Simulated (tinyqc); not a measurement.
Worked calculation (part 2 of 2): UHF in the 6-31g basis, for H3-, spin multiplicity 1. The basis has no diffuse functions, so it cannot describe the extra electron: this is an exercise in the method, not the real anion. Computed by tinyqc, a small Python program that keeps every step (integrals from PySCF). Command: `OMP_NUM_THREADS=1 python tinyqc.py 29107 29108 out.jsonl` (the two numbers bound the seeds that draw the settings). One thread of a shared host (Intel(R) Xeon(R) Processor @ 2.60GHz), about 0.1 s of CPU time with the checks.

Geometry (angstrom):
```
atom       x       y        z
H     0.0000  0.0000   0.0000
H     0.0000  0.0000   1.2240
H     0.0000  0.0000  -1.2240
```

## Iteration 3: building the Fock matrix

D(alpha) after iteration 2, order 1H 1s, 1H 2s, 2H 1s, 2H 2s, 3H 1s, 3H 2s:
$$\begin{pmatrix}
0.0908 & 0.1480 & 0.0349 & 0.0981 & -0.0279 & -0.0653 \\
0.1480 & 0.3424 & 0.0801 & 0.2104 & -0.0801 & -0.2513 \\
0.0349 & 0.0801 & 0.0195 & 0.0503 & -0.0121 & -0.0491 \\
0.0981 & 0.2104 & 0.0503 & 0.1330 & -0.0417 & -0.1359 \\
-0.0279 & -0.0801 & -0.0121 & -0.0417 & 0.1787 & 0.3169 \\
-0.0653 & -0.2513 & -0.0491 & -0.1359 & 0.3169 & 0.6428
\end{pmatrix}$$

D(beta) after iteration 2, order 1H 1s, 1H 2s, 2H 1s, 2H 2s, 3H 1s, 3H 2s:
$$\begin{pmatrix}
0.0908 & 0.1480 & -0.0279 & -0.0653 & 0.0349 & 0.0981 \\
0.1480 & 0.3424 & -0.0801 & -0.2513 & 0.0801 & 0.2104 \\
-0.0279 & -0.0801 & 0.1787 & 0.3169 & -0.0121 & -0.0417 \\
-0.0653 & -0.2513 & 0.3169 & 0.6428 & -0.0491 & -0.1359 \\
0.0349 & 0.0801 & -0.0121 & -0.0491 & 0.0195 & 0.0503 \\
0.0981 & 0.2104 & -0.0417 & -0.1359 & 0.0503 & 0.1330
\end{pmatrix}$$

core Hamiltonian H = T + V (hartree), order 1H 1s, 1H 2s, 2H 1s, 2H 2s, 3H 1s, 3H 2s:
$$\begin{pmatrix}
-1.1221 & -1.0501 & -0.3105 & -0.5675 & -0.3105 & -0.5675 \\
-1.0501 & -1.2090 & -0.5263 & -0.8012 & -0.5263 & -0.8012 \\
-0.3105 & -0.5263 & -0.9060 & -0.9086 & -0.0040 & -0.0860 \\
-0.5675 & -0.8012 & -0.9086 & -1.0201 & -0.0860 & -0.2648 \\
-0.3105 & -0.5263 & -0.0040 & -0.0860 & -0.9060 & -0.9086 \\
-0.5675 & -0.8012 & -0.0860 & -0.2648 & -0.9086 & -1.0201
\end{pmatrix}$$

nuclear repulsion = 1.080836 hartree

Given earlier and not repeated: Two-electron integrals (ij|kl) in chemists' order.

J_ij = sum D_kl (ij|kl) with D = D(alpha) + D(beta), K_ij = sum D_kl (ik|jl) for each spin; F = H + J - K(s); E = tr D H + tr D J / 2 - 0.5 sum_s tr D(s) K(s) + E_nn.

Coulomb J (hartree), order 1H 1s, 1H 2s, 2H 1s, 2H 2s, 3H 1s, 3H 2s:
$$\begin{pmatrix}
2.0512 & 1.2643 & 0.2659 & 0.6227 & 0.2659 & 0.6227 \\
1.2643 & 1.6316 & 0.5843 & 1.0314 & 0.5843 & 1.0314 \\
0.2659 & 0.5843 & 1.8546 & 1.1323 & 0.0014 & 0.0734 \\
0.6227 & 1.0314 & 1.1323 & 1.4493 & 0.0734 & 0.2905 \\
0.2659 & 0.5843 & 0.0014 & 0.0734 & 1.8546 & 1.1323 \\
0.6227 & 1.0314 & 0.0734 & 0.2905 & 1.1323 & 1.4493
\end{pmatrix}$$

exchange K(alpha) (hartree), order 1H 1s, 1H 2s, 2H 1s, 2H 2s, 3H 1s, 3H 2s:
$$\begin{pmatrix}
0.4534 & 0.4136 & 0.1936 & 0.2963 & 0.1173 & 0.2135 \\
0.4136 & 0.4777 & 0.2344 & 0.3388 & 0.2661 & 0.3373 \\
0.1936 & 0.2344 & 0.2787 & 0.2866 & -0.0051 & 0.0509 \\
0.2963 & 0.3388 & 0.2866 & 0.3513 & 0.0319 & 0.1125 \\
0.1173 & 0.2661 & -0.0051 & 0.0319 & 0.6700 & 0.5265 \\
0.2135 & 0.3373 & 0.0509 & 0.1125 & 0.5265 & 0.4978
\end{pmatrix}$$

exchange K(beta) (hartree), order 1H 1s, 1H 2s, 2H 1s, 2H 2s, 3H 1s, 3H 2s:
$$\begin{pmatrix}
0.4534 & 0.4136 & 0.1173 & 0.2135 & 0.1936 & 0.2963 \\
0.4136 & 0.4777 & 0.2661 & 0.3373 & 0.2344 & 0.3388 \\
0.1173 & 0.2661 & 0.6700 & 0.5265 & -0.0051 & 0.0319 \\
0.2135 & 0.3373 & 0.5265 & 0.4978 & 0.0509 & 0.1125 \\
0.1936 & 0.2344 & -0.0051 & 0.0509 & 0.2787 & 0.2866 \\
0.2963 & 0.3388 & 0.0319 & 0.1125 & 0.2866 & 0.3513
\end{pmatrix}$$

F(alpha) (hartree), order 1H 1s, 1H 2s, 2H 1s, 2H 2s, 3H 1s, 3H 2s:
$$\begin{pmatrix}
0.4757 & -0.1993 & -0.2382 & -0.2411 & -0.1619 & -0.1583 \\
-0.1993 & -0.0550 & -0.1764 & -0.1085 & -0.2081 & -0.1071 \\
-0.2382 & -0.1764 & 0.6699 & -0.0629 & 0.0026 & -0.0635 \\
-0.2411 & -0.1085 & -0.0629 & 0.0779 & -0.0445 & -0.0868 \\
-0.1619 & -0.2081 & 0.0026 & -0.0445 & 0.2786 & -0.3028 \\
-0.1583 & -0.1071 & -0.0635 & -0.0868 & -0.3028 & -0.0686
\end{pmatrix}$$

F(beta) (hartree), order 1H 1s, 1H 2s, 2H 1s, 2H 2s, 3H 1s, 3H 2s:
$$\begin{pmatrix}
0.4757 & -0.1993 & -0.1619 & -0.1583 & -0.2382 & -0.2411 \\
-0.1993 & -0.0550 & -0.2081 & -0.1071 & -0.1764 & -0.1085 \\
-0.1619 & -0.2081 & 0.2786 & -0.3028 & 0.0026 & -0.0445 \\
-0.1583 & -0.1071 & -0.3028 & -0.0686 & -0.0635 & -0.0868 \\
-0.2382 & -0.1764 & 0.0026 & -0.0635 & 0.6699 & -0.0629 \\
-0.2411 & -0.1085 & -0.0445 & -0.0868 & -0.0629 & 0.0779
\end{pmatrix}$$

total energy of this density = -1.463712 hartree

This density is a damped mixture and is not idempotent.

## Iteration 3: diagonalisation and new density

X, order 1H 1s, 1H 2s, 2H 1s, 2H 2s, 3H 1s, 3H 2s:
$$\begin{pmatrix}
1.2745 & -0.5908 & 0.0082 & 0.0621 & 0.0082 & 0.0621 \\
-0.5908 & 2.1187 & 0.0143 & -0.7265 & 0.0143 & -0.7265 \\
0.0082 & 0.0143 & 1.2546 & -0.5005 & -0.0086 & 0.0257 \\
0.0621 & -0.7265 & -0.5005 & 1.6140 & 0.0257 & 0.1999 \\
0.0082 & 0.0143 & -0.0086 & 0.0257 & 1.2546 & -0.5005 \\
0.0621 & -0.7265 & 0.0257 & 0.1999 & -0.5005 & 1.6140
\end{pmatrix}$$

overlap S, order 1H 1s, 1H 2s, 2H 1s, 2H 2s, 3H 1s, 3H 2s:
$$\begin{pmatrix}
1.0000 & 0.6583 & 0.1360 & 0.3260 & 0.1360 & 0.3260 \\
0.6583 & 1.0000 & 0.3260 & 0.6496 & 0.3260 & 0.6496 \\
0.1360 & 0.3260 & 1.0000 & 0.6583 & 0.0007 & 0.0399 \\
0.3260 & 0.6496 & 0.6583 & 1.0000 & 0.0399 & 0.1780 \\
0.1360 & 0.3260 & 0.0007 & 0.0399 & 1.0000 & 0.6583 \\
0.3260 & 0.6496 & 0.0399 & 0.1780 & 0.6583 & 1.0000
\end{pmatrix}$$

Diagonalise F' = X^T F X, C = X C', fill 2 alpha and 2 beta electrons from the bottom; D(s) = C_occ C_occ^T; the new density keeps 0.3 of the old one (damping). Each column has its largest component positive (the first on a tie).

F' = X^T F X (alpha) (hartree):
$$\begin{pmatrix}
1.0007 & -0.6323 & -0.1314 & -0.1106 & -0.0554 & -0.0305 \\
-0.6323 & 0.6456 & -0.1248 & -0.2115 & -0.1008 & -0.1536 \\
-0.1314 & -0.1248 & 1.1430 & -0.5271 & 0.0186 & 0.0429 \\
-0.1106 & -0.2115 & -0.5271 & 0.5376 & 0.0549 & -0.0208 \\
-0.0554 & -0.1008 & 0.0186 & 0.0549 & 0.7924 & -0.6696 \\
-0.0305 & -0.1536 & 0.0429 & -0.0208 & -0.6696 & 0.4311
\end{pmatrix}$$

orbital energies (alpha) (hartree): MO1 -0.2165, MO2 -0.0018, MO3 0.5278, MO4 1.2909, MO5 1.4368, MO6 1.5131

coefficients C (alpha), order 1H 1s, 1H 2s, 2H 1s, 2H 2s, 3H 1s, 3H 2s:
$$\begin{pmatrix}
0.1945 & -0.1568 & 0.1932 & 0.2258 & 0.7124 & -1.1502 \\
0.2283 & -0.5017 & 1.4438 & 0.1064 & -0.8509 & 1.6644 \\
0.0844 & -0.1550 & -0.0775 & 0.3520 & 1.0463 & 0.7547 \\
0.1709 & -0.3689 & -1.2386 & -0.2608 & -0.6445 & -1.1158 \\
0.2713 & 0.2402 & -0.0299 & 1.2248 & -0.4394 & -0.0084 \\
0.4446 & 0.7056 & -0.7773 & -1.1777 & 0.7186 & -0.4741
\end{pmatrix}$$

F' = X^T F X (beta) (hartree):
$$\begin{pmatrix}
1.0007 & -0.6323 & -0.0554 & -0.0305 & -0.1314 & -0.1106 \\
-0.6323 & 0.6456 & -0.1008 & -0.1536 & -0.1248 & -0.2115 \\
-0.0554 & -0.1008 & 0.7924 & -0.6696 & 0.0186 & 0.0549 \\
-0.0305 & -0.1536 & -0.6696 & 0.4311 & 0.0429 & -0.0208 \\
-0.1314 & -0.1248 & 0.0186 & 0.0429 & 1.1430 & -0.5271 \\
-0.1106 & -0.2115 & 0.0549 & -0.0208 & -0.5271 & 0.5376
\end{pmatrix}$$

orbital energies (beta) (hartree): MO1 -0.2165, MO2 -0.0018, MO3 0.5278, MO4 1.2909, MO5 1.4368, MO6 1.5131

coefficients C (beta), order 1H 1s, 1H 2s, 2H 1s, 2H 2s, 3H 1s, 3H 2s:
$$\begin{pmatrix}
0.1945 & -0.1568 & 0.1932 & 0.2258 & 0.7124 & -1.1502 \\
0.2283 & -0.5017 & 1.4438 & 0.1064 & -0.8509 & 1.6644 \\
0.2713 & 0.2402 & -0.0299 & 1.2248 & -0.4394 & -0.0084 \\
0.4446 & 0.7056 & -0.7773 & -1.1777 & 0.7186 & -0.4741 \\
0.0844 & -0.1550 & -0.0775 & 0.3520 & 1.0463 & 0.7547 \\
0.1709 & -0.3689 & -1.2386 & -0.2608 & -0.6445 & -1.1158
\end{pmatrix}$$

D(alpha) after iteration 3, order 1H 1s, 1H 2s, 2H 1s, 2H 2s, 3H 1s, 3H 2s:
$$\begin{pmatrix}
0.0709 & 0.1305 & 0.0390 & 0.0932 & 0.0022 & -0.0365 \\
0.1305 & 0.3154 & 0.0919 & 0.2200 & -0.0650 & -0.2521 \\
0.0390 & 0.0919 & 0.0276 & 0.0652 & -0.0137 & -0.0650 \\
0.0932 & 0.2200 & 0.0652 & 0.1556 & -0.0421 & -0.1698 \\
0.0022 & -0.0650 & -0.0137 & -0.0421 & 0.1455 & 0.2982 \\
-0.0365 & -0.2521 & -0.0650 & -0.1698 & 0.2982 & 0.6798
\end{pmatrix}$$

D(beta) after iteration 3, order 1H 1s, 1H 2s, 2H 1s, 2H 2s, 3H 1s, 3H 2s:
$$\begin{pmatrix}
0.0709 & 0.1305 & 0.0022 & -0.0365 & 0.0390 & 0.0932 \\
0.1305 & 0.3154 & -0.0650 & -0.2521 & 0.0919 & 0.2200 \\
0.0022 & -0.0650 & 0.1455 & 0.2982 & -0.0137 & -0.0421 \\
-0.0365 & -0.2521 & 0.2982 & 0.6798 & -0.0650 & -0.1698 \\
0.0390 & 0.0919 & -0.0137 & -0.0650 & 0.0276 & 0.0652 \\
0.0932 & 0.2200 & -0.0421 & -0.1698 & 0.0652 & 0.1556
\end{pmatrix}$$

## Iteration 74 (converged): orbitals

converged F(alpha) (hartree), order 1H 1s, 1H 2s, 2H 1s, 2H 2s, 3H 1s, 3H 2s:
$$\begin{pmatrix}
0.4433 & -0.2126 & -0.2258 & -0.2182 & -0.2258 & -0.2181 \\
-0.2126 & -0.0773 & -0.2167 & -0.1308 & -0.2167 & -0.1308 \\
-0.2258 & -0.2167 & 0.4461 & -0.2194 & 0.0120 & -0.0482 \\
-0.2182 & -0.1308 & -0.2194 & -0.0375 & -0.0482 & -0.0812 \\
-0.2258 & -0.2167 & 0.0120 & -0.0482 & 0.4460 & -0.2195 \\
-0.2181 & -0.1308 & -0.0482 & -0.0812 & -0.2195 & -0.0375
\end{pmatrix}$$

converged F(beta) (hartree), order 1H 1s, 1H 2s, 2H 1s, 2H 2s, 3H 1s, 3H 2s:
$$\begin{pmatrix}
0.4433 & -0.2126 & -0.2258 & -0.2181 & -0.2258 & -0.2182 \\
-0.2126 & -0.0773 & -0.2167 & -0.1308 & -0.2167 & -0.1308 \\
-0.2258 & -0.2167 & 0.4460 & -0.2195 & 0.0120 & -0.0482 \\
-0.2181 & -0.1308 & -0.2195 & -0.0375 & -0.0482 & -0.0812 \\
-0.2258 & -0.2167 & 0.0120 & -0.0482 & 0.4461 & -0.2194 \\
-0.2182 & -0.1308 & -0.0482 & -0.0812 & -0.2194 & -0.0375
\end{pmatrix}$$

Diagonalise F' = X^T F X, C = X C', fill 2 alpha and 2 beta electrons from the bottom; D(s) = C_occ C_occ^T. Each column has its largest component positive (the first on a tie).

F' = X^T F X (alpha) (hartree):
$$\begin{pmatrix}
0.9568 & -0.6084 & -0.1135 & -0.0805 & -0.1134 & -0.0804 \\
-0.6084 & 0.6383 & -0.1252 & -0.1912 & -0.1252 & -0.1912 \\
-0.1135 & -0.1252 & 0.9578 & -0.6163 & 0.0256 & 0.0579 \\
-0.0805 & -0.1912 & -0.6163 & 0.4577 & 0.0579 & -0.0046 \\
-0.1134 & -0.1252 & 0.0256 & 0.0579 & 0.9577 & -0.6163 \\
-0.0804 & -0.1912 & 0.0579 & -0.0046 & -0.6163 & 0.4576
\end{pmatrix}$$

orbital energies (alpha) (hartree): MO1 -0.2358, MO2 -0.0168, MO3 0.4997, MO4 1.3125, MO5 1.4112, MO6 1.4550

coefficients C (alpha), order 1H 1s, 1H 2s, 2H 1s, 2H 2s, 3H 1s, 3H 2s:
$$\begin{pmatrix}
0.2364 & -0.0001 & 0.2309 & 0.5395 & 0.0004 & -1.2574 \\
0.3042 & -0.0002 & 1.5006 & -0.3384 & -0.0006 & 1.8534 \\
0.1682 & -0.2140 & -0.0705 & 0.8379 & 0.9437 & 0.3923 \\
0.2758 & -0.5995 & -1.0292 & -0.6053 & -0.8823 & -0.8878 \\
0.1682 & 0.2140 & -0.0705 & 0.8382 & -0.9436 & 0.3918 \\
0.2759 & 0.5997 & -1.0290 & -0.6056 & 0.8826 & -0.8874
\end{pmatrix}$$

F' = X^T F X (beta) (hartree):
$$\begin{pmatrix}
0.9568 & -0.6084 & -0.1134 & -0.0804 & -0.1135 & -0.0805 \\
-0.6084 & 0.6383 & -0.1252 & -0.1912 & -0.1252 & -0.1912 \\
-0.1134 & -0.1252 & 0.9577 & -0.6163 & 0.0256 & 0.0579 \\
-0.0804 & -0.1912 & -0.6163 & 0.4576 & 0.0579 & -0.0046 \\
-0.1135 & -0.1252 & 0.0256 & 0.0579 & 0.9578 & -0.6163 \\
-0.0805 & -0.1912 & 0.0579 & -0.0046 & -0.6163 & 0.4577
\end{pmatrix}$$

orbital energies (beta) (hartree): MO1 -0.2358, MO2 -0.0168, MO3 0.4997, MO4 1.3125, MO5 1.4112, MO6 1.4550

coefficients C (beta), order 1H 1s, 1H 2s, 2H 1s, 2H 2s, 3H 1s, 3H 2s:
$$\begin{pmatrix}
0.2364 & -0.0001 & 0.2309 & 0.5395 & 0.0004 & -1.2574 \\
0.3042 & -0.0002 & 1.5006 & -0.3384 & -0.0006 & 1.8534 \\
0.1682 & 0.2140 & -0.0705 & 0.8382 & -0.9436 & 0.3918 \\
0.2759 & 0.5997 & -1.0290 & -0.6056 & 0.8826 & -0.8874 \\
0.1682 & -0.2140 & -0.0705 & 0.8379 & 0.9437 & 0.3923 \\
0.2758 & -0.5995 & -1.0292 & -0.6053 & -0.8823 & -0.8878
\end{pmatrix}$$

D(alpha) after iteration 74, order 1H 1s, 1H 2s, 2H 1s, 2H 2s, 3H 1s, 3H 2s:
$$\begin{pmatrix}
0.0559 & 0.0719 & 0.0398 & 0.0652 & 0.0398 & 0.0652 \\
0.0719 & 0.0926 & 0.0512 & 0.0840 & 0.0511 & 0.0838 \\
0.0398 & 0.0512 & 0.0741 & 0.1747 & -0.0175 & -0.0820 \\
0.0652 & 0.0840 & 0.1747 & 0.4355 & -0.0819 & -0.2834 \\
0.0398 & 0.0511 & -0.0175 & -0.0819 & 0.0741 & 0.1748 \\
0.0652 & 0.0838 & -0.0820 & -0.2834 & 0.1748 & 0.4357
\end{pmatrix}$$

D(beta) after iteration 74, order 1H 1s, 1H 2s, 2H 1s, 2H 2s, 3H 1s, 3H 2s:
$$\begin{pmatrix}
0.0559 & 0.0719 & 0.0398 & 0.0652 & 0.0398 & 0.0652 \\
0.0719 & 0.0926 & 0.0511 & 0.0838 & 0.0512 & 0.0840 \\
0.0398 & 0.0511 & 0.0741 & 0.1748 & -0.0175 & -0.0819 \\
0.0652 & 0.0838 & 0.1748 & 0.4357 & -0.0820 & -0.2834 \\
0.0398 & 0.0512 & -0.0175 & -0.0820 & 0.0741 & 0.1747 \\
0.0652 & 0.0840 & -0.0819 & -0.2834 & 0.1747 & 0.4355
\end{pmatrix}$$

## Convergence

Stop when the energy changes by less than 1e-09 hartree and every element of the error matrix X^T (F D S - S D F) X (for each spin) is below 9e-06.

Course of the cycle:
```
iteration  E (hartree)     change  largest element of the error matrix
1            -1.113514          -                             2.24e-01
2            -1.360444  -2.47e-01                             1.05e-01
3            -1.463712  -1.03e-01                             5.15e-02
4            -1.506261  -4.25e-02                             3.20e-02
5            -1.524934  -1.87e-02                             2.11e-02
6            -1.534092  -9.16e-03                             1.46e-02
7            -1.539188  -5.10e-03                             1.05e-02
8            -1.542356  -3.17e-03                             7.88e-03
9            -1.544490  -2.13e-03                             6.16e-03
10           -1.546007  -1.52e-03                             5.09e-03
11           -1.547124  -1.12e-03                             4.34e-03
12           -1.547965  -8.41e-04                             3.79e-03
13           -1.548608  -6.43e-04                             3.35e-03
14           -1.549106  -4.98e-04                             2.98e-03
...                ...        ...                                  ...
61           -1.550995  -1.62e-08                             1.76e-05
62           -1.550995  -1.31e-08                             1.58e-05
63           -1.550995  -1.05e-08                             1.42e-05
64           -1.550995  -8.47e-09                             1.27e-05
65           -1.550995  -6.82e-09                             1.14e-05
66           -1.550995  -5.49e-09                             1.02e-05
67           -1.550995  -4.42e-09                             9.18e-06
68           -1.550995  -3.56e-09                             8.24e-06
69           -1.550995  -2.87e-09                             7.40e-06
70           -1.550995  -2.31e-09                             6.64e-06
71           -1.550995  -1.86e-09                             5.96e-06
72           -1.550995  -1.50e-09                             5.34e-06
73           -1.550995  -1.21e-09                             4.80e-06
74           -1.550995  -9.72e-10                             4.30e-06
```

PySCF UHF in the same basis, after a stability check = -1.550995 hartree

Converged in 74 iterations.

## Populations, bond orders and dipole

Mulliken: Z minus the diagonal of D S on the atom; Loewdin: the same with S^(1/2) D S^(1/2); Mayer order: 2 sum_s sum (D(s) S)_ij (D(s) S)_ji over the two atoms.

Charges (e):
```
atom  Mulliken  Loewdin  Mulliken spin
1H      0.1223   0.0931              0
2H     -0.5611  -0.5466      -2.20e-04
3H     -0.5611  -0.5466       2.20e-04
```

Mayer bond orders:
```
pair   order
2-1   0.4925
3-1   0.4925
3-2   0.1553
```

dipole moment about the origin, x y z (debye): [0.0000, 0.0000, 0.0000]

<S^2> of the determinant (pure state: 0) = 6.93e-08
